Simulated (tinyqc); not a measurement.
Vacuum evaporation: vapour pressure, source flux, thickness distribution, purity and step coverage: one step, computed by the program tinyqc.

Molecular flow, unit sticking of the metal, no re-evaporation. The background gas is taken as water vapour (18.015 g/mol, collision diameter 0.37 nm) at 300 K.

Task: Rate and uniformity on a fixed wafer above the source. A small source emits (n + 1) Phi area cos^n(phi)/(2 pi) per solid angle; on a parallel plane at height h and lateral distance l the arrival rate is (n + 1) Phi area/(2 pi h^2) x (1 + (l/h)^2)^(-(n + 3)/2). Growth rate = arrival rate x m/rho, m = M u. The wafer is fixed and centred above the source.

Inputs (values chosen for the exercise, modelled on silver, with constants for the liquid):

| quantity | value | unit |
|---|---|---|
| molar mass M | 107.87 | g/mol |
| film density rho | 10.5 | g/cm^3 |
| source temperature T | 1380 | K |
| source area | 6 | cm^2 |
| directionality n | 1 | - |
| source-to-wafer distance h | 28 | cm |
| wafer radius R | 7.5 | cm |

flux Phi = 3.979800e+18 1/(cm^2 s)

Constants: u = 1.6605390666e-27 kg.

Give: arrival rate at the centre; growth rate at the centre; edge over centre; non-uniformity (max - min)/(max + min); share of the material that lands on the wafer, 1 - (1 + (R/h)^2)^(-(n + 1)/2).

Result:

arrival rate at the centre = 9.6950e+15 1/(cm^2 s)

growth rate at the centre = 1.6539 nm/s

edge over centre = 0.87059

non-uniformity (max - min)/(max + min) = 6.9180 %

share of the material that lands on the wafer, 1 - (1 + (R/h)^2)^(-(n + 1)/2) = 6.6944 %
